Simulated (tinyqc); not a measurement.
# Potential step from the flux

Question. On one interval J = (q mu Vt/hx) [nb B(d) - na B(-d)], B(d) = d/(exp(d) - 1), d = (psi_b - psi_a)/Vt. Find psi_b - psi_a, and the step at which J would vanish.

Values chosen for this exercise:
- T = 250 K (temperature)
- mu = 1360 cm^2/(V s) (electron mobility)
- na = 5.7e14 cm^-3 (density at the left node)
- nb = 1e13 cm^-3 (density at the right node)
- hx = 41 nm (node spacing)

Constants: q = 1.602176634e-19 C, kB = 1.380649e-23 J/K, Vt = kB T/q. Results are converted to the units shown.

J = -367.48730 A/cm^2

Solution. B(d) falls and B(-d) rises with d, so J falls steadily with the step and one value matches. J = 0 needs nb/na = exp(d), the Boltzmann ratio.

psi_b - psi_a = -0.02100 V
step for J = 0 = -0.08710 V

tinyqc, about 0.01 s, one thread, Intel Xeon 2.30GHz (shared host): `OMP_NUM_THREADS=1 python tinyqc.py 2220022 2220023 out.jsonl`
